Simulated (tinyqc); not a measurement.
Inside a calculation. Model: ESD clamp with bipolar snapback, compact model and design window.

tinyqc, about 0.01 s, one thread, Intel Xeon 2.30GHz (shared host): `OMP_NUM_THREADS=1 python tinyqc.py 2670041 2670042 out.jsonl` Printed values are rounded.

The drain junction multiplies the current that enters it: Igen = (M - 1)(Ic + I0), M = 1/(1 - (Vj/BV)^n). The generated holes leave through the substrate resistance and the base of the parasitic npn: Igen = Vb/Rb + Ic/be, Ic = Is exp(Vb/Vt). Terminal current I = Ic + I0 + Igen and voltage V = Vj + I Ro, per width. Isothermal, constant gain.

Inputs (values chosen for the exercise); values close to those of grounded-gate n-channel clamps:
- T = 300 K (temperature)
- BV = 10.9 V (junction breakdown voltage)
- n = 3.1 (exponent of the multiplication)
- be = 4.2 (current gain of the parasitic npn)
- Is = 1.9e-17 A/um (saturation current)
- I0 = 1.1e-11 A/um (junction leakage)
- Rb = 6200 ohm um (substrate resistance)
- Ro = 440 ohm um (drain ballast and contact resistance)
- It2 = 7.8 mA/um (failure current for 100 ns)
- Wf = 30 um (finger width)
- Nf = 6 (number of fingers)
- Lv = 1 kV (human-body-model level)
- Vox = 8.1 V (oxide breakdown voltage for 100 ns)
- Vdd = 1.8 V (supply voltage)

Constants: q = 1.602176634e-19 C, kB = 1.380649e-23 J/K, Vt = kB T/q. Results are converted to the units shown.

## The snapback curve

Vb, point 0 to 8 (V): 0.05  0.3  0.501  0.561  0.611  0.709  0.798  0.818  0.848

For given Vb: Ic, Igen, M = 1 + Igen/(Ic + I0), Vj = BV (1 - 1/M)^(1/n), I and V.

```
point   Ic (uA/um)          M   Vj (V)  I (uA/um)    V (V)
0      1.31437e-10  7.33130e5  10.9000    8.06453  10.9035
1       2.08224e-6  3.69869e6  10.9000    48.3871  10.9213
2       0.00495659    16268.0  10.8998    80.8126  10.9353
3        0.0504823    1793.24  10.8980    90.5464  10.9379
4         0.349222    283.423  10.8876    98.9808  10.9311
5          15.4678    8.63117  10.4755    133.505  10.5343
6          483.686    1.50420  7.66119    727.559  7.98131
7          1048.45    1.36393  7.11769    1430.02  7.74690
8          3346.01    1.27897  6.66966    4279.45  8.55262
```

V peaks at Vt1 = 10.94 V and falls to Vh = 7.747 V: once the npn supplies current, a small M feeds the base. At high current M tends to 1 + 1/be and Vj to BV (1 + be)^(-1/n) = 6.404 V.

## Iteration 1: base voltage at the failure current

Vb at the start = 0.76 V

I(Vb) = Ic (1 + 1/be) + I0 + Vb/Rb, I' = Ic (1 + 1/be)/Vt + 1/Rb; Newton steps on ln I: Vb(new) = Vb - ln(I/It2) I/I'. V follows from the introduction.

I = 0.260284 mA/um
V = 9.22070 V
I' = 5.48791 mS/um
Vb after iteration 1 = 0.921263 V

## Iteration 2: base voltage at the failure current

As before.

I = 70.6239 mA/um
V = 37.4968 V
I' = 2726.27 mS/um
Vb after iteration 2 = 0.864188 V

## Course of the iteration: base voltage at the failure current

Stop when Vb changes by less than 1e-10 V, or after 20 iterations. Vb must stay between 0 and 8 V.

Course of the iteration:
```
iteration    Vb (V)  |change| (V)
1          0.921263         0.161
2          0.864188        0.0571
3          0.863893       2.95e-4
4          0.863893       2.80e-8
5          0.863893       < 1e-13
```

Converged in 5 iterations. At the end the number of correct digits about doubles with each step.

## Design window and human-body level

Vt1 = 10.9379 V
Vh = 7.74685 V
Vt2 = 9.98731 V

Human-body model: 100 pF through 1500 ohm, peak current about (level - Vt2)/1500 ohm, decay time 150 ns. All fingers turn on before the first fails if Vt2 > Vt1; then the clamp carries Nf Wf It2, otherwise in the worst case Wf It2. Margins: Vh - 1.1 Vdd against latching in operation, Vox - max(Vt1, Vt2) for the protected oxide.

peak current = 0.660008 A
current the clamp carries = 0.234 A
level it withstands = 0.360987 kV
holding margin = 5.76685 V
oxide margin = -2.83788 V

Uniform turn-on is not assured; the clamp fails the level. The oxide margin is negative.
